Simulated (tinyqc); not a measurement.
p-n diode, drift-diffusion by the Gummel loop with Scharfetter-Gummel fluxes: one step of the calculation.

Abrupt junction at x = 0, p side from -Lp, n side to Ln, ohmic contacts. psi is counted from the intrinsic level; n = ni exp((psi - phin)/Vt), p = ni exp((phip - psi)/Vt). Contacts: p side psi = V - Vt ln(Na/ni), p = Na, n = ni^2/Na; n side psi = Vt ln(Nd/ni), n = Nd, p = ni^2/Nd. Constant mobilities, D = mu Vt, Boltzmann statistics, SRH recombination through a mid-gap level, U = (n p - ni^2)/(tp (n + ni) + tn (p + ni)). Current is positive from the p contact to the n contact.

Problem. Poisson equation. With phin and phip held, solve a_i (psi_(i+1) - psi_i) - a_(i-1) (psi_i - psi_(i-1)) + q w_i (p_i - n_i + C_i) = 0 for the inner nodes by Newton steps to convergence; a_i = eps0 eps_r/h_i, h_i = x_(i+1) - x_i, w_i = (h_(i-1) + h_i)/2, C = -Na or +Nd.

Parameters, values chosen for the exercise; band and dielectric values close to those of cadmium telluride:
```
symbol,value,unit,meaning
T,350,K,temperature
eps_r,10,,relative permittivity
Na,7.8e16,cm^-3,acceptor density of the p side
Nd,3e16,cm^-3,donor density of the n side
V,0.62,V,bias of the p contact
```

Constants: q = 1.602176634e-19 C, kB = 1.380649e-23 J/K, Vt = kB T/q, eps0 = 8.8541878128e-14 F/cm where lengths are in cm. Results are converted to the units shown.

```
node  x (nm)  phin at the start (V)  phip at the start (V)
0       -770                   0.62                   0.62
1       -479                      0                   0.62
2       -286                      0                   0.62
3       -159                      0                   0.62
4      -74.4                      0                   0.62
5      -18.5                      0                   0.62
6       18.5                      0                   0.62
7       71.9                      0                   0.62
8        149                      0                   0.62
9        261                      0                   0.62
10       422                      0                   0.62
11       654                      0                   0.62
12       990                      0                      0
```

ni = 8.9075208e7 cm^-3

Wanted: psi; n after Poisson; p after Poisson.

Solution.

```
node   psi (V)  n after Poisson (cm^-3)  p after Poisson (cm^-3)
0     -0.00102                  0.10172                7.8000e16
1     -0.00102                 8.6105e7                7.8000e16
2     -0.00102                 8.6107e7                7.7998e16
3     -0.00095                 8.6303e7                7.7821e16
4      0.00199                 9.5150e7                7.0585e16
5      0.05663                 5.8228e8                1.1534e16
6      0.29949                1.8292e12                3.6717e12
7      0.51897                2.6462e15                 2.5380e9
8      0.58685                2.5124e16                 2.6732e8
9      0.59202                2.9818e16                 2.2524e8
10     0.59220                2.9997e16                 2.2390e8
11     0.59220                3.0000e16                 2.2387e8
12     0.59220                3.0000e16                  0.26448
```

Computed by the program tinyqc: `OMP_NUM_THREADS=1 python tinyqc.py 2240078 2240079 out.jsonl`, one thread of a shared Intel Xeon 2.30GHz, about 0.1 s for the whole run.
